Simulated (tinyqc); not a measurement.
# Floating body of a partially depleted SOI transistor: body voltage and kink: output curve and kink

Source at 0 V. Channel current Ic = 2 nf K Vt^2 [F(0) - F(Vd)](1 + la Vd), F(V) = ln^2(1 + exp((Vg - VT - nf V)/(2 nf Vt))), VT = VT0 - gb Vb. Saturation voltage Vs = 2 Vt sqrt(F(0)) + 3 Vt, excess Ve = (Vd - Vs + sqrt((Vd - Vs)^2 + 0.0004 V^2))/2, multiplication M1 = Ai Ve exp(-Bl/Ve). Each junction passes D(v) = J1 (exp(v/Vt) - 1) + J2 (exp(v/(2 Vt)) - 1). Bipolar current Ib = bb J1 (exp(Vb/Vt) - 1). The body settles where M1 (Ic + Ib) = D(Vb) + D(Vb - Vd) + Vb/Rb; drain current Id = (1 + M1)(Ic + Ib) - D(Vb - Vd).

Rows with more than one solution for Vb (latch) are left out; dId/dVd by a forward difference over 1e-4 V, swing = 1e-4 V over the change of log10 Id; M1 under 1e-12 is printed as 0.

Values chosen for this exercise; values of the order met in partially depleted silicon-on-insulator transistors:
- T = 300 K (temperature)
- VT0 = 0.51 V (threshold at zero body voltage)
- gb = 0.26 (fall of the threshold per volt of body voltage)
- nf = 1.31 (slope factor)
- K = 110 uA/(V^2 um) (gain factor per width)
- la = 0.03 1/V (channel-length modulation factor)
- Ai = 2.1 1/V (impact-ionisation prefactor)
- Bl = 6.8 V (impact-ionisation voltage)
- J1 = 5.9e-13 uA/um (diffusion saturation current of each junction)
- J2 = 1.5e-8 uA/um (recombination saturation current of each junction)
- bb = 0.5 (gain of the lateral bipolar transistor on the diffusion current)
- Rb = 1e9 kohm um (resistance of a weak body tie to the source (1e9 stands for no tie, and the term is then dropped))
- Vg = 0.75 V (gate voltage)

Constants: q = 1.602176634e-19 C, kB = 1.380649e-23 J/K, Vt = kB T/q. Results are converted to the units shown.

Output curve and kink:
```
Vd (V),Vb (V),M1,"Id, floating (uA/um)","Id, grounded (uA/um)",ratio,"dId/dVd, floating (uS/um)","dId/dVd, grounded (uS/um)"
0.84,0.3287,1.927e-6,4.575,2.519,1.816,8.598,0.07425
1,0.4752,3.563e-5,5.726,2.531,2.262,5.610,0.07914
1.16,0.5549,2.997e-4,6.426,2.545,2.524,3.438,0.09733
1.32,0.6032,0.001418,6.894,2.564,2.689,2.540,0.1384
1.48,0.6369,0.004553,7.268,2.591,2.805,2.201,0.2078
1.64,0.6624,0.01126,7.616,2.632,2.894,2.200,0.3063
1.8,0.6826,0.02321,7.985,2.691,2.968,2.462,0.4309
```

Vb rises from 0.329 to 0.683 V and the ratio of the currents rises from 1.82 to 2.97. The output conductance with a floating body exceeds the grounded value by the largest factor among the rows, 116, at Vd = 0.84 V, where Vb = 0.329 V and M1 = 1.93e-6.

Range of the model: The multiplication law is an empirical form chosen for the exercise; self-heating and capacitive coupling to the body are left out, and the linear laws are rough once Vb passes about 0.7 V or M1 about 0.1.

Computed by the program tinyqc: `OMP_NUM_THREADS=1 python tinyqc.py 2182205 2182206 out.jsonl`, one thread of a shared Intel Xeon 2.30GHz, about 0.2 s for the whole run.
